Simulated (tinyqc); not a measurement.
Thermal resistances of a two-die stack.

Inverse problem. Heat leaves through the lower die only, and the system is linear. Find the resistance R1 from the lower die to the coolant, R2 between the dies, and the rise of the upper die when both are powered.

Values chosen for this exercise:

| symbol | value | unit | meaning |
|---|---|---|---|
| P1 | 59 | W | power of the lower die |
| P2 | 8.5 | W | power of the upper die |

rises of the lower and upper die with only the lower one powered (K): 15.34  15.34
rises of the lower and upper die with only the upper one powered (K): 2.21  5.78

Answer. With only the lower die powered no heat crosses R2, so both dies rise by P1 R1; the difference in the second test is P2 R2; rises add.

R1 = 0.260 K/W
R2 = 0.420 K/W
rise of the upper die = 21.1 K

tinyqc, about 0.03 s, one thread, Intel Xeon 2.30GHz (shared host): `OMP_NUM_THREADS=1 python tinyqc.py 2162237 2162238 out.jsonl`
